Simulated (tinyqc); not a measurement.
# From counting error of x without background back to collected charge

Model: Rutherford backscattering from a thin compound film on silicon: kinematics, yields, composition and thickness. Computed by tinyqc, a small Python program. Command: `OMP_NUM_THREADS=1 python tinyqc.py 3014395 3014396 out.jsonl rbs inv`. One thread of a shared host (Intel(R) Xeon(R) Processor @ 2.30GHz), about 0.02 s of CPU time with the checks.

Singly charged helium ions (Z1 = 2, M1 = 4.0026 u) enter at the tilt angle a1 to the normal and leave at a2 = |180 - theta - tilt| in the same plane. The film is A B_x.

Inputs (values chosen for the exercise, modelled on a helium beam on WSi2):

| quantity | value | unit |
|---|---|---|
| beam energy E0 | 1.6 | MeV |
| scattering angle theta | 170 | degrees |
| tilt of the sample | 0 | degrees |
| heavy element: Z_A | 74 | - |
| heavy element: mass M_A | 183.8 | u |
| heavy element: stopping eps_A at 2 MeV | 110 | 1e-15 eV cm^2 |
| light element: Z_B | 14 | - |
| light element: mass M_B | 28.09 | u |
| light element: stopping eps_B at 2 MeV | 50.8 | 1e-15 eV cm^2 |
| atoms of B per atom of A, x | 2.24 | - |
| atomic density of the film | 76.8 | 1/nm^3 |
| film thickness d | 83 | nm |
| detector solid angle | 3 | msr |
| detector resolution (FWHM) | 16 | keV |

Constants: e^2/(4 pi eps_0) = 14.39964548 eV angstrom; e = 1.602176634e-19 C.

Method:
- Kinematic factor K = [(sqrt(M^2 - M1^2 sin^2 theta) + M1 cos theta)/(M + M1)]^2.
- Surface edges lie at K E0; substrate silicon has M = 28.09 u. Mass resolution at M_A = resolution/(E0 dK/dM).
- Stopping per atom eps(E) = eps(2 MeV) (E/2 MeV)^(-0.4) (a law chosen for the exercise); Bragg rule eps_film = (eps_A + x eps_B)/(1 + x); areal density N d, with 1/nm^2 = 0.1 x 1e15/cm^2.
- Width of the signal of element i: [K_i eps(E0)/cos a1 + eps(K_i E0)/cos a2] N d; depth resolution = resolution x d/width of A; energy lost on the way in = eps(E0) N d/cos a1.
- Rutherford cross section in the laboratory frame: sigma = (Z1 Z e^2/(4 pi eps_0 4E))^2 (4/sin^4 theta) (r + cos theta)^2/r, r = sqrt(1 - (M1 sin theta/M)^2), times the screening factor 1 - 0.049 Z1 Z^(4/3)/E (E in keV); 1 angstrom^2 = 1e8 barn.
- Counts = (charge/e) x solid angle x sigma(E_mean) x areal density of the element/cos a1, E_mean = E0 - half the energy lost on the way in; 1 barn = 1e-24 cm^2. The ratio of areas returns x = (Y_B/Y_A)(sigma_A/sigma_B), with the counting error sqrt(1/Y_A + 1/Y_B).

Task: A run gave the result below. Find the collected charge, known to lie between 31 and 53 microcoulomb.

counting error of x without background = 0.2940003 %

Result:

Each step takes the trial c = (a f_b - b f_a)/(f_b - f_a), f being the result less the target and a, b, c the logarithms of the listed values; c replaces end b, the old b replaces a if the sign of f changed, and otherwise f_a is halved.

Scan of the range:

| collected charge (microcoulomb) | counting error of x without background (%) |
|---|---|
| 31.0 | 0.325420 |
| 33.9 | 0.311190 |
| 37.1 | 0.297467 |
| 40.5 | 0.284707 |
| 44.3 | 0.272222 |
| 48.5 | 0.260168 |
| 53.0 | 0.248878 |

False position (Illinois rule, in the logarithm of the input) inside the bracket:

| step | end a | end b | trial | counting error of x without background (%) |
|---|---|---|---|---|
| 1 | 37.1000 | 40.5000 | 37.9944 | 0.293945 |
| 2 | 37.1000 | 37.9944 | 37.9663 | 0.294053 |
| 3 | 37.9944 | 37.9663 | 37.9800 | 0.294000 |
| 4 | 37.9663 | 37.9800 | 37.9800 | 0.294000 |

Counting error of x without background falls at every point of a 13-point scan of the range (every second point is shown), so one value fits; it is bracketed by 37.1 and 40.5. The scan shows a pure power law with exponent -0.5000, so scaling from any one row also gives the answer directly. Answer: collected charge = 37.98 microcoulomb.

Caution: the silicon signal of the film merges with that of the substrate, so only the width of A can be read directly. Caution: film and substrate silicon overlap, so Y_B must be separated by a fit.
